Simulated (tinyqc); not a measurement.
# Worked calculation: thin-film transistor with exponential tail and deep states, accumulation layer

Numbers from tinyqc (`OMP_NUM_THREADS=1 python tinyqc.py 2610020 2610021 out.jsonl`; about 0.02 s on one thread of a shared Intel Xeon 2.30GHz). Printed values are rounded.

An undoped film in accumulation, thicker than the space-charge layer. With band bending psi the Fermi level lies E0 - psi below the band edge. Free electrons n = n0 exp(psi/Vt) carry the current; electrons in two exponential distributions of traps, a = a0 exp(psi/Va) and d = d0 exp(psi/Vp), do not. Linear regime, ohmic contacts, traps in equilibrium.

Values chosen for this exercise; values close to those of an organic semiconductor: temperature T = 250 K; relative permittivity of the semiconductor eps_r = 3.2; density of extended states Nc = 9.4e19 cm^-3; band mobility mb = 3.4 cm^2/(V s); total density of tail states Nt = 1.2e20 cm^-3; characteristic temperature of the tail Tt = 470 K; total density of deep states Nd = 2.6e17 cm^-3; characteristic temperature of the deep states Td = 1130 K; bulk Fermi level below the band edge E0 = 0.48 eV; gate capacitance Ci = 17 nF/cm^2; ratio W/L WL = 5; drain voltage Vd = 0.1 V; gate voltage above flat band Vg = 11 V.

Constants: q = 1.602176634e-19 C, kB = 1.380649e-23 J/K, Vt = kB T/q, eps0 = 8.8541878128e-14 F/cm where lengths are in cm. Results are converted to the units shown.

## Bulk densities

Va = kB Tt/q, Vp = kB Td/q; n0 = Nc exp(-E0/Vt), a0 = Nt th(T/Tt) exp(-E0/Va), d0 = Nd th(T/Td) exp(-E0/Vp), th(x) = pi x/sin(pi x).

Va = 0.0405015 V
Vp = 0.0973759 V
th(T/Tt) = 1.67949
n0 = 1.98040e10 cm^-3
a0 = 1.43665e15 cm^-3
d0 = 2.04047e15 cm^-3

## Iteration 1: surface potential by Newton steps

psi at the start = 0.23 V

Va = kB Tt/q, Vp = kB Td/q. G(psi) = sum over the three kinds of c0 [V (exp(psi/V) - 1) - psi], field F = sqrt(2 q G/(eps0 eps_r)); Vg = psi + eps0 eps_r F/Ci at the surface. f = psi + eps0 eps_r F/Ci - Vg, f' = 1 + q rho/(Ci F) with rho = sum c0 (exp(psi/V) - 1); psi(new) = psi - f/f'.

F = 143.057 kV/cm
f = -8.38571 V
f' = 29.9475
psi after iteration 1 = 0.510014 V

## Iteration 2: surface potential by Newton steps

As before.

F = 5350.99 kV/cm
f = 78.6934 V
f' = 1413.25
psi after iteration 2 = 0.454331 V

The value that enters this step is an overshoot, farther from the solution than the start was, so its intermediate quantities are not physical.

## Course of the iteration: surface potential by Newton steps

Stop when psi changes by less than 1e-10 V, or after 30 iterations. psi must stay between 0 and 5 V.

Course of the iteration:

| iteration | psi (V) | \|change\| (V) |
|---|---|---|
| 1 | 0.510014 | 0.280 |
| 2 | 0.454331 | 0.0557 |
| 3 | 0.400789 | 0.0535 |
| 4 | 0.365015 | 0.0358 |
| 5 | 0.353357 | 0.0117 |
| 6 | 0.352397 | 9.60e-4 |
| 7 | 0.352391 | 5.90e-6 |
| 8 | 0.352391 | 2.21e-10 |
| 9 | 0.352391 | 0 |

Converged in 9 iterations. At the end the number of correct digits about doubles with each step.

## Free and total charge, current

psi_s = 0.352391 V

Va = kB Tt/q, Vp = kB Td/q. G(psi) = sum over the three kinds of c0 [V (exp(psi/V) - 1) - psi], field F = sqrt(2 q G/(eps0 eps_r)); Vg = psi + eps0 eps_r F/Ci at the surface. Total charge Q = Ci (Vg - psi_s); free charge Qf = q times the integral of n0 (exp(psi/Vt) - 1)/F over psi from 0 to psi_s; I = (W/L) mb Qf Vd; effective mobility mb Qf/Q.

surface densities (cm^-3): free 2.51561e17, tail 8.63012e18, deep 7.61005e16
Q = 181.009 nC/cm^2
Qf = 1.84969 nC/cm^2
effective mobility = 0.0347437 cm^2/(V s)
I = 3.14447 nA

1.02 % of the induced charge is free, against 2.81 % of the electrons right at the surface.
